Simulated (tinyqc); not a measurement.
Worked calculation: RHF in the sto-6g basis, for H3+, spin multiplicity 1. One step of it, computed by the program tinyqc.

Task: Iteration 3: building the Fock matrix. J_ij = sum D_kl (ij|kl), K_ij = sum D_kl (ik|jl); F = H + J - 0.5 K; E = tr D H + tr D J / 2 - 0.25 tr D K + E_nn.

D after iteration 2:
```
,1H 1s,2H 1s,3H 1s
1H 1s,0.634467,0.429873,0.407655
2H 1s,0.429873,0.291253,0.276200
3H 1s,0.407655,0.276200,0.261925
```

core Hamiltonian H = T + V (hartree):
```
,1H 1s,2H 1s,3H 1s
1H 1s,-1.414051,-0.789035,-0.717995
2H 1s,-0.789035,-1.230532,-0.242580
3H 1s,-0.717995,-0.242580,-1.202577
```

Two-electron integrals (ij|kl) in chemists' order, unique and non-zero (hartree):
```
i,j,k,l,(ij|kl)
1,1,1,1,0.774999
2,1,1,1,0.280977
2,1,2,1,0.133245
2,2,1,1,0.457695
2,2,2,1,0.280977
2,2,2,2,0.774999
3,1,1,1,0.251334
3,1,2,1,0.090457
3,1,2,2,0.149608
3,1,3,1,0.109443
3,2,1,1,0.071827
3,2,2,1,0.031767
3,2,2,2,0.063525
3,2,3,1,0.029146
3,2,3,2,0.009261
3,3,1,1,0.436055
3,3,2,1,0.159675
3,3,2,2,0.272960
3,3,3,1,0.251334
3,3,3,2,0.063525
3,3,3,3,0.774999
```

nuclear repulsion = 1.23737845 hartree

Give: Coulomb J; exchange K; Fock matrix F; total energy of this density.

Result:

Coulomb J (hartree):
```
,1H 1s,2H 1s,3H 1s
1H 1s,1.2254,0.5078,0.4520
2H 1s,0.5078,0.9862,0.1369
3H 1s,0.4520,0.1369,0.9364
```

exchange K (hartree):
```
,1H 1s,2H 1s,3H 1s
1H 1s,1.0556,0.6380,0.5788
2H 1s,0.6380,0.6152,0.3254
3H 1s,0.5788,0.3254,0.5402
```

Fock matrix F (hartree):
```
,1H 1s,2H 1s,3H 1s
1H 1s,-0.7165,-0.6003,-0.5554
2H 1s,-0.6003,-0.5519,-0.2684
3H 1s,-0.5554,-0.2684,-0.5362
```

total energy of this density = -1.183261 hartree
